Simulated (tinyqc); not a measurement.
Straight dislocations in isotropic elasticity: fields, energies, partials, Peierls stress and walls: one step, computed by the program tinyqc. Command: `OMP_NUM_THREADS=1 python tinyqc.py 3031064 3031065 out.jsonl disloc walk`. One thread of a shared host (Intel(R) Xeon(R) Processor @ 2.30GHz), about 0.01 s of CPU time with the checks.

The line runs along z, the glide plane is y = 0, and beta is the angle between b and the line (0 screw, 90 degrees edge): b_e = b sin(beta) along +x with the extra half plane at y > 0, b_s = b cos(beta). Stress is positive in tension.

Question. Stress at a point. With D = G b_e/(2 pi (1 - nu)), S = G b_s/(2 pi), r^2 = x^2 + y^2: s_xx = -D y (3x^2 + y^2)/r^4, s_yy = D y (x^2 - y^2)/r^4, s_xy = D x (x^2 - y^2)/r^4, s_zz = nu (s_xx + s_yy), s_xz = -S y/r^2, s_yz = S x/r^2. Pressure p = -trace/3.

Inputs (values chosen for the exercise, modelled on aluminium): shear modulus G = 26 GPa; Poisson ratio nu = 0.36; Burgers vector b = 2.863 angstrom.

Character: edge.

field point (x, y) (nm): [1.7, -8.6]

Give: stress; pressure p.

Answer.

stress (MPa):
```
,x,y,z
x,222.7,-37.9,0.0
y,-37.9,191.6,0.0
z,0.0,0.0,149.1
```

pressure p = -187.8 MPa

The point lies below the glide plane, on the stretched side.
